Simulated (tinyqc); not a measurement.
Ideality, resistance and saturation current from three points.

Question. Well above I0 a diode obeys V = n Vt ln(I/I0) + Rs I. Find n, Rs and I0.

Parameters, values chosen for the exercise: temperature T = 400 K.

Constants: q = 1.602176634e-19 C, kB = 1.380649e-23 J/K, Vt = kB T/q. Results are converted to the units shown.

I (A): [0.0022, 0.018, 0.14]
V (V): [0.17978811, 0.44270356, 1.8716719]

Answer. The equation is linear in a = n Vt, Rs and c = -a ln I0; three points give a 3 x 3 system.

n = 1.23
Rs = 11.0 ohm
I0 = 5.61e-5 A

Computed by the program tinyqc: `OMP_NUM_THREADS=1 python tinyqc.py 2640062 2640063 out.jsonl`, one thread of a shared Intel Xeon 2.30GHz, about 0.01 s for the whole run.
